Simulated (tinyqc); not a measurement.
From ballistic current I back to equivalent oxide thickness t: ballistic transport through the one-dimensional subbands of a rectangular nanowire or nanosheet channel. Computed by tinyqc, a small Python program. Command: `OMP_NUM_THREADS=1 python tinyqc.py 3019288 3019289 out.jsonl wire inv`. One thread of a shared host (Intel(R) Xeon(R) Processor @ 2.30GHz), about 0.1 s of CPU time with the checks.

Hard walls, parabolic subbands, transport along x. Energies are counted from the bulk conduction band edge at the top of the barrier, which the gate pulls down by U; the source Fermi level lies at the bulk edge when U = 0.

Inputs (values chosen for the exercise, modelled on silicon): light mass m_t = 0.18 m_0; heavy mass m_l = 0.901 m_0; height a = 2.6 nm; width b = 4.4 nm; gate voltage above flat band V_G = 0.69 V; drain voltage V_D = 0.05 V; temperature T = 300 K.

Valleys: silicon [100] wire.

Constants: hbar^2/(2 m_0) = 3.80998212 eV angstrom^2; k_B = 8.617333262e-05 eV/K; m_0 = 9.1093837015e-31 kg; k_B = 1.380649e-23 J/K; hbar = 1.054571817e-34 J s; eps_0 = 8.8541878128e-12 F/m; e = 1.602176634e-19 C; h = 6.62607015e-34 J s.

Method:
- E_pq = (hbar^2 pi^2/2)(p^2/(m_y b^2) + q^2/(m_z a^2)); valley pairs: (m_x, m_y, m_z) = (m_t, m_t, m_l), (m_t, m_l, m_t), (m_l, m_t, m_t), each with degeneracy g = 2; the 10 lowest subbands are kept.
- F_j(eta) = (1/Gamma(j + 1)) int_0^infinity x^j/(1 + exp(x - eta)) dx, F_0 = ln(1 + exp(eta)). Integrals over x = E/(k_B T) use 160 Gauss-Legendre points in u = sqrt(x) from 0 to sqrt(max(eta, 0) + 32).
- With degeneracy g = 2, eta_i = (U - E_i)/(k_B T) and u = e V_D/(k_B T): line density n = sum_i g sqrt(2 m_x k_B T/pi)/(2 hbar) [F_-1/2(eta_i) + F_-1/2(eta_i - u)]; gate: e n = C_ox (V_G - U/e), C_ox = 3.9 eps_0 2 (a + b)/t (flat-plate estimate); I = (2 e k_B T/h) sum_i g [F_0(eta_i) - F_0(eta_i - u)].

Task: A run gave the result below. Find the equivalent oxide thickness t, known to lie between 0.87 and 3.3 nm.

ballistic current I = 7.860493 microampere

Result:

Each step takes the trial c = (a f_b - b f_a)/(f_b - f_a), f being the result less the target and a, b, c the logarithms of the listed values; c replaces end b, the old b replaces a if the sign of f changed, and otherwise f_a is halved.

Scan of the range:
```
equivalent oxide thickness t (nm)  ballistic current I (microampere)
0.87                                                         11.4180
1.09                                                          9.6778
1.36                                                          8.5503
1.69                                                          7.8106
2.12                                                          7.1634
2.64                                                          6.5051
3.30                                                          5.7693
```

False position (Illinois rule, in the logarithm of the input) inside the bracket:
```
step    end a    end b    trial  ballistic current I (microampere)
1     1.36000  1.69000  1.66542                            7.85432
2     1.36000  1.66542  1.65950                            7.86503
3     1.66542  1.65950  1.66200                            7.86049
4     1.65950  1.66200  1.66200                            7.86049
```

Ballistic current I falls at every point of a 13-point scan of the range (every second point is shown), so one value fits; it is bracketed by 1.36 and 1.69. Answer: equivalent oxide thickness t = 1.662 nm.
